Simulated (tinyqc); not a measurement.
p-type polysilicon, carrier trapping at grain boundaries: two steps of the calculation.

One-dimensional grains of size Lg, uniform ionised doping N, monovalent traps Qt at each boundary at a depth Et below (for electrons) or above (for holes) the band edge there, abrupt depletion of width W on each side of a boundary, Boltzmann statistics. xi is the distance from the band edge at the grain centre to the Fermi level. Trapped charge Qt/(1 + exp((xi + VB - Et)/Vt)) = 2 N W, barrier VB = q N W^2/(2 eps0 eps_r).

Inputs (values chosen for the exercise); values of the order met in polycrystalline silicon:
- T = 300 K (temperature)
- eps_r = 11.7 (relative permittivity)
- NB = 2.65e19 cm^-3 (valence-band density of states at T)
- Lg = 18 nm (grain size)
- Qt = 2.1e12 cm^-2 (trap density of a grain boundary)
- Et = 0.42 eV (depth of the trap level from the majority band edge at the boundary)
- ms = 0.3 m0 (mass for thermionic emission)
- fe = 0.25 (correction factor of the emission rate)
- mug = 70 cm^2/(V s) (mobility inside the grains)
- N = 3.8e18 cm^-3 (doping)

Constants: q = 1.602176634e-19 C, kB = 1.380649e-23 J/K, m0 = 9.1093837015e-31 kg, Vt = kB T/q, eps0 = 8.8541878128e-14 F/cm where lengths are in cm. Results are converted to the units shown.

Question 1. New W. Partly depleted grain, xi = Vt ln(NB/N): f = 1/(1 + exp((xi + VB - Et)/Vt)), g = Qt f - 2 N W, g' = -2 Qt f (1 - f) VB/(W Vt) - 2 N, W(new) = W - g/g'.

W at the start = 2.8 nm

Wanted: VB; f; g; g'; W after iteration 1.

Answer 1.

VB = 0.02304 V
f = 1.000
g = -2.800e10 cm^-2
g' = -7.600e11 cm^-2/nm
W after iteration 1 = 2.763 nm

Question 2. Resistivity and effective mobility. n0 = NB exp(-xi/Vt); mean density n0 (1 - 2 W/Lg) by charge balance in a partly depleted grain, and n0 (sqrt(pi)/2) erf(u)/u with u = sqrt(VB/Vt) in a fully depleted one; v = sqrt(kB T/(2 pi ms m0)); barrier resistivity Vt exp(VB/Vt)/(q fe n0 v Lg); grain resistivity (1 - 2 W/Lg)/(q n0 mug); effective mobility 1/(q mean density total resistivity).

W = 2.7631539 nm
xi = 0.050208298 V
VB = 0.022435696 V

Find: n0; mean density; v; barrier resistivity; grain resistivity; resistivity; effective mobility.

Answer 2.

n0 = 3.8000e18 cm^-3
mean density = 2.6333e18 cm^-3
v = 4.9114e6 cm/s
barrier resistivity = 0.045760 ohm cm
grain resistivity = 0.016260 ohm cm
resistivity = 0.062020 ohm cm
effective mobility = 38.217 cm^2/(V s)

The resistivity is 2.64 times that of a single crystal with the same N and mobility mug, and the mean density is 69.3 % of N.

tinyqc, about 0.01 s, one thread, Intel Xeon 2.30GHz (shared host): `OMP_NUM_THREADS=1 python tinyqc.py 2830237 2830238 out.jsonl`
